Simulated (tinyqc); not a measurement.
Plane-wave Kohn-Sham cycle with exchange-only LDA in a layered model solid, step by step. One step of it, computed by the program tinyqc.

Task: Iteration 2: potential. V_H(G) = 4 pi rho(G)/G^2 for G != 0 (uniform background); v_x = -(3 rho/pi)^(1/3); V = V_ext + V_H + v_x; Fourier components f(G_m) = (1/N) sum_j f(x_j) exp(-i G_m x_j).

A solid whose potential varies along x alone (atomic units):
```
parameter                      value
period a                   17.100000
cross-section of the cell  29.000000
electrons per cell                 2
grid points                       16
plane waves -n..n, n               3
k points                           2
V1 in V1 cos(2 pi x/a)     -0.740000
V2 in V2 cos(4 pi x/a)     -0.010000
```

density after iteration 1 (e/bohr^3): [0.00567161, 0.00514009, 0.00421513, 0.00373218, 0.00363605, 0.00363021, 0.00363028, 0.00362980, 0.00363003, 0.00362980, 0.00363028, 0.00363021, 0.00363605, 0.00373218, 0.00421513, 0.00514009]

Give: Potentials on the grid; V(G_m), m = 0, 1, 2, ....

Result:

Potentials on the grid (hartree):
```
x          V_ext      V_H      v_x        V
0.0000   -0.7500   0.0820  -0.1756  -0.8436
1.0688   -0.6907   0.0710  -0.1699  -0.7897
2.1375   -0.5233   0.0445  -0.1591  -0.6378
3.2062   -0.2761   0.0148  -0.1527  -0.4141
4.2750    0.0100  -0.0111  -0.1514  -0.1525
5.3438    0.2903  -0.0313  -0.1513   0.1076
6.4125    0.5233  -0.0458  -0.1513   0.3261
7.4813    0.6766  -0.0544  -0.1513   0.4708
8.5500    0.7300  -0.0573  -0.1513   0.5213
9.6188    0.6766  -0.0544  -0.1513   0.4708
10.6875   0.5233  -0.0458  -0.1513   0.3261
11.7562   0.2903  -0.0313  -0.1513   0.1076
12.8250   0.0100  -0.0111  -0.1514  -0.1525
13.8938  -0.2761   0.0148  -0.1527  -0.4141
14.9625  -0.5233   0.0445  -0.1591  -0.6378
16.0312  -0.6907   0.0710  -0.1699  -0.7897
```

V(G_m), m = 0, 1, 2, ... (hartree): [-0.1563, -0.3410, -0.0022, -0.0002, -0.0002, 0.0000, 0.0000]
